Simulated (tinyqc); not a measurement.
Changing the fraction x of B: order-disorder in a binary alloy on two sublattices: Bragg-Williams and pair (quasi-chemical) approximations. Computed by tinyqc, a small Python program. Command: `OMP_NUM_THREADS=1 python tinyqc.py 3025770 3025771 out.jsonl order sweep`. One thread of a shared host (Intel(R) Xeon(R) Processor @ 2.30GHz), about 0.01 s of CPU time with the checks.

All z = 4 neighbours of a site lie on the other sublattice. B fills the sublattices with x + eta/2 and x - eta/2; energies are per site, from the pure components: u = -z w y with y the probability of an A-B bond taken in one order.

Inputs (values chosen for the exercise, for a model alloy): ordering energy w = (e_AA + e_BB)/2 - e_AB = 12.7 meV; temperature T = 145 K.

Lattice: square (z = 4). Method: Newton steps.

scattering factors f_A, f_B (electrons): 33  63

Constants: k_B = 8.617333262e-05 eV/K.

Method:
- Bragg-Williams: k_B T_c = 2 z w x (1 - x). Pair approximation at x = 1/2: k_B T_c = w/ln(z/(z - 2)).
- Bragg-Williams: u = -z w [x (1 - x) + eta^2/4]; minimising f gives ln[a (1 - b)/(b (1 - a))] = 2 z w eta/(k_B T) =: ln Q, a = x + eta/2, b = x - eta/2. For given Q this is a quadratic for eta, (Q - 1) eta^2/4 - (Q + 1) eta/2 + (Q - 1) x (1 - x) = 0, smaller root: the map eta -> phi(eta).
- Newton steps on phi(eta) - eta, with the slope by central differences of 1e-6; start at 0.999 times 2x; stop when |phi - eta| < 1e-10.
- a = x + eta/2, b = x - eta/2; u = -z w [x (1 - x) + eta^2/4]; s/k_B = [s2(a) + s2(b)]/2, s2(c) = -c ln c - (1 - c) ln(1 - c); gain on ordering = f(eta) - f(0), f = u - T s. Superlattice over fundamental intensity = [eta (f_B - f_A)/2]^2/[(1 - x) f_A + x f_B]^2.
- Quasi-chemical disordered state, with T here the Bragg-Williams T_c and not the input T: y^2/[(1 - x - y)(x - y)] = exp(2 w/(k_B T)) =: E, so y = 2 x (1 - x)/(1 + r), r = sqrt(1 - 4 x (1 - x)(1 - 1/E)); Warren-Cowley alpha = 1 - y/(x (1 - x)); u = -z w y.

One run for each value; columns: (1) fraction x of B; (2) order parameter eta; (3) T_c, Bragg-Williams (K); (4) B fraction on its own sublattice; (5) B fraction on the A sublattice; (6) alpha of the disordered state at the Bragg-Williams T_c:
```
(1)       (2)     (3)      (4)       (5)       (6)
0.22  0.37794  202.32  0.40897  0.031028  -0.18475
0.26  0.48057  226.84  0.50028  0.019715  -0.20226
0.34  0.66136  264.57  0.67068  0.009319  -0.22693
0.38  0.74595  277.78  0.75297  0.007027  -0.23498
0.42  0.82811  287.21  0.83405  0.005947  -0.24055
0.46  0.90685  292.87  0.91342  0.006577  -0.24384
0.50  0.96052  294.75  0.98026  0.019742  -0.24492
```

Give the missing row, fraction x of B = 0.30.

Computed row; columns: (1) fraction x of B; (2) order parameter eta; (3) T_c, Bragg-Williams (K); (4) B fraction on its own sublattice; (5) B fraction on the A sublattice; (6) alpha of the disordered state at the Bragg-Williams T_c:
```
(1)       (2)     (3)      (4)       (5)       (6)
0.30  0.57357  247.59  0.58679  0.013215  -0.21615
```

Interpolating between the two neighbouring rows (linearly) misses most in B fraction on the A sublattice, by 9.9 %. Over the rows, order parameter eta rises from 0.378 to 0.961 (exponent d ln y / d ln x 1.4 between the first rows and 0.69 between the last); T_c, Bragg-Williams (K) rises from 202 to 295 (exponent d ln y / d ln x 0.68 between the first rows and 0.077 between the last); B fraction on its own sublattice rises from 0.409 to 0.980 (exponent d ln y / d ln x 1.2 between the first rows and 0.85 between the last).

Caution (rows 0.220, 0.260, 0.300): T is near or above the T_c of the better pair approximation, so the true long-range order is lower than Bragg-Williams gives.
